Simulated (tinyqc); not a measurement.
From results back to parameters: free and nearly free electrons in a metal. Three cases, with inputs chosen for the exercise.

Problem. A free-electron metal with 4 atoms in the cubic cell and z electrons an atom has EF = c kF^2/m, (hbar omega_p)^2 = 8 pi c (e^2/(4 pi eps0)) n/m and kF = (3 pi^2 n)^(1/3), c = hbar^2/2m0.

Constants: hbar^2/2m0 = 3.80998211 eV angstrom^2; e^2/(4 pi eps0) = 14.39964547 eV angstrom.

Case 1.

Values chosen (out of a larger set: near those of Cu, whose d bands this model ignores; not measured data): a = 3.647 angstrom (fcc lattice constant).

EF = 6.90831 eV
hbar omega_p = 10.66310 eV

Case 2.

Values chosen (out of a larger set: near those of Al; not measured data): a = 4.013 angstrom (fcc lattice constant).

EF = 8.99109 eV
hbar omega_p = 13.92699 eV

Case 3.

Values chosen (out of a larger set: near those of Ca; not measured data): a = 5.569 angstrom (fcc lattice constant).

EF = 4.70301 eV
hbar omega_p = 7.99165 eV

Find: kF; m; z.

Solution. (hbar omega_p)^2/EF = (8/(3 pi)) (e^2/(4 pi eps0)) kF gives kF; EF then gives m, and n = kF^3/(3 pi^2) gives z.

Case 1.

kF = 1.3466 1/angstrom
m = 1.00 m0
z = 1.00

Case 2.

kF = 1.7649 1/angstrom
m = 1.32 m0
z = 3.00

Case 3.

kF = 1.1110 1/angstrom
m = 1.00 m0
z = 2.00

Computed by tinyqc, one run a case: `OMP_NUM_THREADS=1 python tinyqc.py N N+1 out.jsonl` with N = 1651940, 1651968, 1652102; one thread of a shared Intel(R) Xeon(R) Processor @ 2.30GHz, about 0.01 s a run at most.
